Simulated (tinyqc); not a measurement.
From weak to strong coupling: mean-field antiferromagnet of the Hubbard model on the simple cubic lattice.

e(k) = -2 t (cx + cy + cz) - 4 t2 (cx cy + cy cz + cz cx), ci = cos ki; one electron a site; Q = (pi, pi, pi). <n_up - n_dn> = m cos(Q.R) gives Delta = U m/2 and bands E = e+ -/+ sqrt(e-^2 + Delta^2), e+- = (e(k) +- e(k + Q))/2 (the constant U/2 is dropped). Means run over the mesh k_i = 2 pi (j + 1/2)/N of the whole zone: mu from mean(f(E-) + f(E+)) = 1; m(out) = mean of Delta (f(E-) - f(E+))/sqrt(e-^2 + Delta^2); free energy per site F = -kT mean[ln(1 + exp(-(E- - mu)/kT)) + ln(1 + exp(-(E+ - mu)/kT))] + mu + U m^2/4.

Constants: kB = 8.617333262e-05 eV/K.
Inputs chosen for the exercise: t = 1.08 eV (nearest hopping); t2 = -0.3 eV (second hopping); T = 600 K.

Mesh N = 16, start m = 0.9, at most 400 steps; U takes the listed multiples of t. The gap (negative: overlap) is read for that Delta on the unshifted mesh N = 24, which holds the band extrema.

Results:

| U/t | m | Delta (eV) | gap (eV) | F - F(0) (meV) | J = 4 t^2/U (meV) |
|---|---|---|---|---|---|
| 1.5 | 0.000 | 0.000 | -1.200 | 0.00 | 2880 |
| 2.0 | 0.000 | 0.000 | -1.200 | 0.00 | 2160 |
| 3.0 | 0.426 | 0.689 | 0.179 | -17.53 | 1440 |
| 5.0 | 0.696 | 1.878 | 2.556 | -202.32 | 864 |
| 6.0 | 0.767 | 2.484 | 3.769 | -347.66 | 720 |
| 8.0 | 0.852 | 3.680 | 6.160 | -705.73 | 540 |
| 12.0 | 0.926 | 6.002 | 10.035 | -1571.89 | 360 |
| 20.0 | 0.971 | 10.491 | 18.023 | -3538.11 | 216 |

Give the missing row, U/t = 4.0.

Computed row:
```
U/t      m  Delta (eV)  gap (eV)  F - F(0) (meV)  J = 4 t^2/U (meV)
4.0  0.589       1.273     1.346          -89.34               1080
```

On this mesh a moment above 0.02 first appears at U/t = 3 of those listed; an indirect gap is open from U/t = 3 on. With t2/t = -0.28 nesting is spoilt, so order needs a finite U. At U/t = 20 m has reached 0.971 and the gap is 0.83 U. Mean field leaves out spin fluctuations, which lower m (at large U to about 0.6 on the square and 0.85 on the simple cubic lattice) and the ordering temperature.

Program tinyqc; command `OMP_NUM_THREADS=1 python tinyqc.py 1682332 1682333 out.jsonl`; about 0.2 s on one thread of a shared Intel(R) Xeon(R) Processor @ 2.30GHz.
